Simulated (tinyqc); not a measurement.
n-type polysilicon, carrier trapping at grain boundaries: two steps of the calculation.

One-dimensional grains of size Lg, uniform ionised doping N, monovalent traps Qt at each boundary at a depth Et below (for electrons) or above (for holes) the band edge there, abrupt depletion of width W on each side of a boundary, Boltzmann statistics. xi is the distance from the band edge at the grain centre to the Fermi level. Trapped charge Qt/(1 + exp((xi + VB - Et)/Vt)) = 2 N W, barrier VB = q N W^2/(2 eps0 eps_r).

Values chosen for this exercise; values of the order met in polycrystalline silicon:
```
symbol,value,unit,meaning
T,300,K,temperature
eps_r,11.7,,relative permittivity
NB,2.8e19,cm^-3,conduction-band density of states at T
Lg,80,nm,grain size
Qt,8.3e11,cm^-2,trap density of a grain boundary
Et,0.39,eV,depth of the trap level from the majority band edge at the boundary
ms,0.55,m0,mass for thermionic emission
fe,0.5,,correction factor of the emission rate
mug,210,cm^2/(V s),mobility inside the grains
N,2.8e17,cm^-3,doping
```

Constants: q = 1.602176634e-19 C, kB = 1.380649e-23 J/K, m0 = 9.1093837015e-31 kg, Vt = kB T/q, eps0 = 8.8541878128e-14 F/cm where lengths are in cm. Results are converted to the units shown.

Task 1. New W. Partly depleted grain, xi = Vt ln(NB/N): f = 1/(1 + exp((xi + VB - Et)/Vt)), g = Qt f - 2 N W, g' = -2 Qt f (1 - f) VB/(W Vt) - 2 N, W(new) = W - g/g'.

W at the start = 8.9 nm

Wanted: VB; f; g; g'; W after iteration 1.

Result 1.

VB = 0.01715 V
f = 0.9999
g = 3.316e11 cm^-2
g' = -5.601e10 cm^-2/nm
W after iteration 1 = 14.82 nm

Task 2. Resistivity and effective mobility. n0 = NB exp(-xi/Vt); mean density n0 (1 - 2 W/Lg) by charge balance in a partly depleted grain, and n0 (sqrt(pi)/2) erf(u)/u with u = sqrt(VB/Vt) in a fully depleted one; v = sqrt(kB T/(2 pi ms m0)); barrier resistivity Vt exp(VB/Vt)/(q fe n0 v Lg); grain resistivity (1 - 2 W/Lg)/(q n0 mug); effective mobility 1/(q mean density total resistivity).

W = 14.818811 nm
xi = 0.11905286 V
VB = 0.047547815 V

Give: n0; mean density; v; barrier resistivity; grain resistivity; resistivity; effective mobility.

Result 2.

n0 = 2.8000e17 cm^-3
mean density = 1.7627e17 cm^-3
v = 3.6273e6 cm/s
barrier resistivity = 0.24989 ohm cm
grain resistivity = 0.066823 ohm cm
resistivity = 0.31671 ohm cm
effective mobility = 111.80 cm^2/(V s)

The resistivity is 2.98 times that of a single crystal with the same N and mobility mug, and the mean density is 63.0 % of N.

Numbers from tinyqc (`OMP_NUM_THREADS=1 python tinyqc.py 2830293 2830294 out.jsonl`; about 0.01 s on one thread of a shared Intel Xeon 2.30GHz).
